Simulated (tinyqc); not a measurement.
One mass for the acceptor? Model: shallow acceptor in the spherical model (Baldereschi-Lipari), strong spin-orbit limit. Computed by tinyqc, a small Python program. Command: `OMP_NUM_THREADS=1 python tinyqc.py 3026280 3026281 out.jsonl acceptor walk`. One thread of a shared host (Intel(R) Xeon(R) Processor @ 2.30GHz), about 0.01 s of CPU time with the checks.

The 1S(3/2) state has an s envelope f(r) and a d envelope g(r). In effective units they obey -(f'' + 2f'/r + 2f/r) + mu (g'' + 5g'/r + 3g/r^2) = E f and -(g'' + 2g'/r - 6g/r^2 + 2g/r) + mu (f'' - f'/r) = E g. The cubic term, the split-off band and the central cell are left out.

Inputs (values chosen for the exercise, for a model semiconductor): Luttinger gamma_1 = 12.6; Luttinger gamma_2 = 2.09; Luttinger gamma_3 = 4.93; dielectric constant eps = 13.4.

Constants: Ry = 13.605693123 eV; a_0 = 0.529177210903 angstrom.

Method:
- Ry* = Ry/(gamma_1 eps^2), a* = a_0 eps gamma_1, mu = (6 gamma_3 + 4 gamma_2)/(5 gamma_1), delta = (gamma_3 - gamma_2)/gamma_1; spherical masses 1/(gamma_1 (1 - mu)) (heavy) and 1/(gamma_1 (1 + mu)) (light).
- Basis: f_i = exp(-zeta_i r), g_i = r exp(-zeta_i r), weight r^2 dr, s = zeta_i + zeta_j. S_ff = 2/s^3, H_ff = zeta_i zeta_j S_ff - 2/s^2; S_gg = 24/s^5, H_gg = 8/s^3 + 24 zeta_i zeta_j/s^5 - 12/s^4; H(f_i, g_j) = mu (6 zeta_i^2/s^4 + 2 zeta_i/s^3); S_fg = 0. Each function is normalised by sqrt(S_ii).
- Large basis: zeta_i = 0.08 x 1.55^(i-1), i = 1..20 in each channel; overlap eigenvalues below 1e-11 are dropped.
- Binding energies are -E Ry*; the mass that fits is E(1S) eps^2/Ry.
- Hydrogenic binding Ry m/eps^2; the density-of-states mass is (m_H^(3/2) + m_L^(3/2))^(2/3); errors are against the large basis.

light-hole mass = 0.0495344 m_0

heavy-hole mass = 0.199521 m_0

1S(3/2) binding energy = 9.07314 meV

1S binding energy:
```
mass                     value (m_0)  binding (meV)  error (%)
light hole                   0.04953          3.753    -58.632
1/gamma_1                    0.07937          6.014    -33.720
mean of heavy and light      0.12453          9.436      3.997
heavy hole                   0.19952         15.118     66.626
density of states            0.21565         16.341     80.098
```

What does the comparison show, and why?

The coupled result, 9.07 meV, lies between the 1/gamma_1 value (no coupling) and the heavy-hole value; the closest single rule here is "mean of heavy and light", off by +4.0 %. Caution: gamma_3 and gamma_2 differ by more than 0.17 gamma_1: band warping, left out here, adds several per cent to the binding.
